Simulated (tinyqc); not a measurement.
# Weibull slope from two areas

Problem. Oxide breakdown times follow a Weibull law, F = 1 - exp(-(t/t63)^beta). For defects spread at random t63 goes as A^(-1/beta). Find beta and the time at which the share Fp of the area-A2 devices has failed, t63(A2) (-ln(1 - Fp))^(1/beta).

Inputs (values chosen for the exercise):
```
symbol,value,unit,meaning
A1,470,um^2,area of a test capacitor
A2,3.8e5,um^2,gate area of the product
Fp,0.0001,,allowed share of failed products
```

t63 at the areas A1 and A2 (s): [69, 3.2898323]

Answer. beta = ln(A2/A1)/ln(t63(A1)/t63(A2)).

beta = 2.200
time to Fp = 0.05000 s

Numbers from tinyqc (`OMP_NUM_THREADS=1 python tinyqc.py 2070125 2070126 out.jsonl`; about 0.01 s on one thread of a shared Intel Xeon 2.30GHz).
